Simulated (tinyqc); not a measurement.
Stretching all distances: RHF, UHF, MP2, CISD and CCSD against full CI in the sto-3g basis, for BeH+, spin multiplicity 1. Computed by the program tinyqc with PySCF. 

Geometry (angstrom):

| atom | x | y | z |
|---|---|---|---|
| Be | 0.0000 | 0.0000 | 0.0000 |
| H | 0.0000 | 0.0000 | 1.3030 |

All coordinates are multiplied by the scale. c0^2 is the weight of the RHF determinant in the lowest singlet FCI state (UHF is spin-contaminated and may lie near states of higher spin) and n(LUMO) the first natural occupation beyond the occupied space.

Full CI energy (hartree) and errors against it (kcal/mol):

| scale | distance 1-2 (angstrom) | E(FCI) | RHF | UHF | MP2 | CISD | CCSD | <S^2> UHF | c0^2 | n(LUMO) |
|---|---|---|---|---|---|---|---|---|---|---|
| 1.000 | 1.303 | -14.68479 | 12.661 | 12.661 | 4.197 | 0.010 | 0.008 | 0.000 | 0.979 | 0.029 |
| 1.240 | 1.616 | -14.67183 | 19.190 | 19.190 | 7.270 | 0.019 | 0.015 | 0.000 | 0.957 | 0.068 |
| 1.490 | 1.941 | -14.63773 | 29.739 | 19.597 | 12.414 | 0.035 | 0.028 | 0.607 | 0.910 | 0.154 |
| 1.730 | 2.254 | -14.60807 | 42.446 | 12.852 | 18.459 | 0.057 | 0.043 | 0.821 | 0.840 | 0.283 |
| 1.970 | 2.567 | -14.58738 | 55.839 | 7.128 | 24.332 | 0.083 | 0.057 | 0.915 | 0.750 | 0.437 |
| 2.210 | 2.880 | -14.57528 | 68.407 | 3.493 | 29.048 | 0.108 | 0.068 | 0.962 | 0.647 | 0.594 |
| 2.460 | 3.205 | -14.56905 | 79.517 | 1.537 | 31.916 | 0.129 | 0.076 | 0.985 | 0.547 | 0.735 |
| 2.700 | 3.518 | -14.56644 | 87.755 | 0.719 | 32.307 | 0.144 | 0.081 | 0.995 | 0.474 | 0.835 |

UHF parts from RHF first at scale 1.49 of those listed, where <S^2> leaves zero. The weight c0^2 goes from 0.98 to 0.47 and n(LUMO) from 0.03 to 0.83: static correlation grows as the bonds break into open-shell fragments. The spread of the error along the curve, which distorts its shape, is CCSD 0.1, CISD 0.1, UHF 18.9, MP2 28.1, RHF 75.1 kcal/mol.
